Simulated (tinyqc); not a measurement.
Energy and lattice constant: complex band structure along [001] in sp3s* tight binding.

For k = (0, 0, kz) the phase sums are g0 = cos(phi) and g3 = i sin(phi), phi = kz a/4, and the s, pz, s* orbitals of anion (a) and cation (c) decouple from px, py. With z = exp(i phi), H(z) = H0 + z T + T^T/z for any complex z. H0 is diagonal (Esa, Epa, Exa, Esc, Epc, Exc). The anion-cation block is B(z) = z U + W/z and the cation-anion block z W^T + U^T/z, where U has Vss/2 (s,s), Vsapc/2 (s,z), -Vscpa/2 (z,s), Vxx/2 (z,z), Vxapc/2 (s*,z), -Vpaxc/2 (z,s*), and W has the same values with the s-z and s*-z signs reversed. |z| = 1 is a band state, |z| < 1 decays along [001] as exp(-kappa d) over a distance d, kappa = -(4/a) ln|z|. No spin-orbit coupling.

Parameters, chosen for this exercise (out of a larger set: near a published set for GaSb, fitted to gaps, whose masses and valley positions are rough (light masses up to twice too heavy); not measured data):
```
symbol  value                                                                                         unit      meaning
p       (-7.31, 0.863, -3.926, 2.894, 6.586, 6.03, -6.087, 1.571, 4.132, 4.945, 4.717, 4.946, 4.268)  eV        order Esa, Epa, Esc, Epc, Exa, Exc, Vss, Vxx, Vxy, Vsapc, Vscpa, Vxapc, Vpaxc
a       6.096                                                                                         angstrom  lattice constant
dE      0.45                                                                                          eV        E - Ev
```

The slowest root of the s-pz block and the heavy-hole branch, sinh^2(kappa a/4) = ((E - Epa)(E - Epc) - Vxx^2)/(Vxx^2 - Vxy^2), at E = Ev + dE with Ev the lower root of [[Epa, Vxx], [Vxx, Epc]]; the couplings are kept when a changes.

One parameter was then changed.

Results before and after:
```
case     slowest kappa (1/angstrom)  heavy-hole kappa (1/angstrom)
base                         0.0465                         0.2056
changed                      0.0474                         0.1997
```

Which of these changes was made? (a) dE = 0.42 eV; (b) a = 6.279 angstrom.
Answer: (a) dE = 0.42 eV. Of the candidates, run in turn, only this one gives the changed row.

All candidates:
```
case                slowest kappa (1/angstrom)  heavy-hole kappa (1/angstrom)
base                                    0.0465                         0.2056
dE = 0.42 eV                            0.0474                         0.1997
a = 6.279 angstrom                      0.0451                         0.1996
```

With the couplings fixed, kappa a stays, so kappa scales as 1/a.

Program tinyqc; command `OMP_NUM_THREADS=1 python tinyqc.py 1482794 1482795 out.jsonl`; about 0.02 s on one thread of a shared Intel(R) Xeon(R) Processor @ 2.30GHz.
